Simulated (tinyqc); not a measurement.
# Ellipsometry and reflectance of a transparent film on an absorbing substrate: what changes with what

Air (index 1), film, substrate with N2 = n2 - i k2; time factor exp(+i w t). q_j = sqrt(N_j^2 - sin^2 th), root with positive real part. Fresnel coefficients r_s = (q_a - q_b)/(q_a + q_b), r_p = (N_b^2 q_a - N_a^2 q_b)/(N_b^2 q_a + N_a^2 q_b). tan(Psi) exp(i Delta) = R_p/R_s, Delta taken from 0 to 360 degrees.

Values chosen for this exercise; indices close to those of silicon dioxide on silicon:
- lam = 632.8 nm (wavelength)
- th = 65 degrees (angle of incidence)
- n1 = 1.446 (index of the transparent film)
- d = 1.6 nm (film thickness)
- n2 = 3.882 (index of the substrate)
- k2 = 0.019 (extinction coefficient of the substrate)

Each table varies one quantity; the others keep the values above.

## Psi and Delta against the film thickness

beta = 2 pi d q1/lam, X = exp(-2 i beta), R = (r01 + r12 X)/(1 + r01 r12 X) for p and s. The last column is the derivative of Delta.

Result of one run:
```
d (nm)  Psi (degrees)  Delta (degrees)  |R_p|^2  |R_s|^2  dDelta/dd (degrees/nm)
93              37.38            98.85   0.1833   0.3140                -0.06134
```

What becomes of these results when the film thickness d is changed from 93 to 62 nm, all else the same?

Result of the changed run:
```
d (nm)  Psi (degrees)  Delta (degrees)  |R_p|^2  |R_s|^2  dDelta/dd (degrees/nm)
62              27.15            109.5   0.1343   0.5107                 -0.6060
```

The whole series:
```
d (nm)  Psi (degrees)  Delta (degrees)  |R_p|^2  |R_s|^2  dDelta/dd (degrees/nm)
0               17.76            179.6  0.06541   0.6378                  -1.532
31              20.61            136.5  0.08614   0.6089                  -1.150
62              27.15            109.5   0.1343   0.5107                 -0.6060
93              37.38            98.85   0.1833   0.3140                -0.06134
124             60.95            113.0   0.2127  0.06565                   1.467
156             61.53            246.1   0.2129  0.06260                   1.543
187             37.60            261.0   0.1838   0.3099                -0.05138
218             27.25            250.5   0.1348   0.5083                 -0.5995
249             20.67            223.7  0.08654   0.6080                  -1.143
280             17.76            180.8  0.06542   0.6378                  -1.532
```

Psi goes from 17.8 through a maximum of 61.5 (at d = 156 nm among the rows listed) to 17.8 degrees. The period is 280.8 nm, after which Psi and Delta return to the values of the bare substrate, so one angle and wavelength fix d only up to a multiple of it. The size of the slope of Delta runs from 0.0514 to 1.54 degrees/nm among the rows; Delta is counted modulo 360 degrees, and sharper features can lie between the rows.

## Effect of the index of the transparent film

Same model as above.

dDelta/dd is the derivative of Delta; period lam/(2 q1).

Result of one run:
```
n1    Psi (degrees)  Delta (degrees)  |R_p|^2  |R_s|^2  dDelta/dd (degrees/nm)  period (nm)
1.85          17.77            176.6  0.06546   0.6376                  -1.863        196.2
```

What becomes of these results when the index of the transparent film n1 is changed from 1.85 to 2.65, all else the same?

Result of the changed run:
```
n1    Psi (degrees)  Delta (degrees)  |R_p|^2  |R_s|^2  dDelta/dd (degrees/nm)  period (nm)
2.65          17.75            177.1  0.06530   0.6375                  -1.562        127.1
```

The whole series:
```
n1    Psi (degrees)  Delta (degrees)  |R_p|^2  |R_s|^2  dDelta/dd (degrees/nm)  period (nm)
1.25          17.76            177.8  0.06546   0.6378                  -1.099        367.5
1.45          17.77            177.1  0.06549   0.6377                  -1.536        279.5
1.65          17.77            176.8  0.06548   0.6377                  -1.765        229.5
1.85          17.77            176.6  0.06546   0.6376                  -1.863        196.2
2.05          17.76            176.6  0.06543   0.6376                  -1.873        172.1
2.25          17.76            176.7  0.06539   0.6375                  -1.817        153.6
2.45          17.75            176.8  0.06534   0.6375                  -1.710        139.0
2.65          17.75            177.1  0.06530   0.6375                  -1.562        127.1
```

Psi stays near 17.8 degrees and |R_p|^2 stays near 0.0654. The slope of Delta is largest in size, 1.87 degrees/nm, at n1 = 2.05 among the rows.

Program tinyqc, `OMP_NUM_THREADS=1 python tinyqc.py 2870202 2870203 out.jsonl`; Intel Xeon 2.30GHz, shared host, one thread, about 0.01 s.
